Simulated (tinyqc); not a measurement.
Hot carriers by balance equations with a heated Maxwellian. Changing the lattice temperature T. Computed by tinyqc, a small Python program. Command: `OMP_NUM_THREADS=1 python tinyqc.py 3019010 3019011 out.jsonl hot sweep`. One thread of a shared host (Intel(R) Xeon(R) Processor @ 2.30GHz), about 0.03 s of CPU time with the checks.

The carriers follow a Maxwellian at an electron temperature T_e, slightly displaced; the drift energy is neglected against k_B T_e. The balance averages the rate, not the time, so mu_0 lies below the relaxation-time value.

Inputs (values chosen for the exercise, modelled on electrons in diamond):
```
quantity                                          value       unit
effective mass m                                  0.491        m_0
density rho                                        3515     kg/m^3
sound velocity v_l                                18300        m/s
acoustic deformation potential D_A                  8.5         eV
phonon energy hbar w                                142        meV
optical or intervalley deformation potential D_o    8.8  1e8 eV/cm
final valleys Z_f                                     5          -
electric field F                                     48      kV/cm
mixing                                              0.3          -
iteration cap                                       300          -
```

Band: parabolic. Solver: damped fixed point.

Constants: k_B = 8.617333262e-05 eV/K; k_B = 1.380649e-23 J/K; e = 1.602176634e-19 C; hbar = 1.054571817e-34 J s; m_0 = 9.1093837015e-31 kg; hbar = 6.582119569e-16 eV s.

Method:
- Parabolic band: E = hbar^2 k^2/(2 m), speed v = hbar k/m, states per spin, volume and energy g(E) = m k/(2 pi^2 hbar^2). Masses are multiplied by m_0 and all formulas are in SI units.
- Phonon occupation N_q = 1/(exp(hbar w/(k_B T)) - 1).
- Acoustic deformation potential (elastic, equipartition, absorption and emission together): 1/tau = 2 pi k_B T D_A^2 g(E)/(hbar rho v_l^2).
- Optical or intervalley deformation potential: 1/tau = (pi Z_f D_o^2/(rho w)) [N_q g(E + hbar w) + (N_q + 1) g(E - hbar w)], with g = 0 below the band edge.
- Averages over the Maxwellian, <y> = int y x^(1/2) exp(-x) dx / int x^(1/2) exp(-x) dx with x = E/(k_B T_e), split at x_0 = hbar w/(k_B T_e): 64 Gauss-Legendre points in sqrt(x) below it and 128 in sqrt(x - x_0) above it, up to x = 32. Momentum balance: mu(T_e) = e/(m nu), nu = <x (sum of rates)>/<x>. Power lost per carrier: P(T_e) = hbar w <emission rate - absorption rate> + <(2 m v_l^2/(k_B T)) (E - 2 k_B T) acoustic rate>.
- Energy relaxation time at weak heating: tau_E = (3/2) k_B / (dP/dT_e), the derivative by a central difference of +/- 0.5 K at T_e = T.
- Fixed point: T_out = T + (T_e - T) e mu(T_e) F^2/P(T_e), T_new = T_e + mixing (T_out - T_e).
- Start at T_e = 1.5 T; stop when T_e moves by less than 1e-6 K or exceeds 1e6 K.
- v = mu(T_e) F; warm-carrier coefficient (mu/mu_0 - 1)/F^2.

One run for each value; columns: (1) lattice temperature T (K); (2) drift velocity (1e7 cm/s); (3) low-field mobility mu_0 (cm^2/(V s)); (4) electron temperature T_e (K); (5) energy relaxation time tau_E (ps):
```
(1)    (2)    (3)   (4)    (5)
140  1.580  16265  1411  23.48
190  1.558   9860  1399   6.90
250  1.529   5636  1384   1.84
340  1.469   2594  1363   0.60
450  1.367   1237  1341   0.31
600  1.194    614  1328   0.20
```

Describe and explain the trends.

Over the rows, drift velocity (1e7 cm/s) falls from 1.58 to 1.19 (exponent d ln y / d ln x -0.046 between the first rows and -0.47 between the last); low-field mobility mu_0 (cm^2/(V s)) falls from 16300 to 614 (exponent d ln y / d ln x -1.6 between the first rows and -2.4 between the last); electron temperature T_e (K) falls from 1410 to 1330 (exponent d ln y / d ln x -0.029 between the first rows and -0.035 between the last). mu_0 changes by a factor 26.5 over the table and the drift velocity at this field by 1.32: hot carriers care less about the lattice temperature. Left out: 80.0, 110 (the iteration did not converge within its cap).

Caution (rows 140, 190): k_B T_e exceeds 0.12 eV, where non-parabolicity and a non-Maxwellian tail matter. Caution (all rows): the drift energy m v^2/2 is not small against the heating (3/2) k_B (T_e - T), so T_e - T is rough.
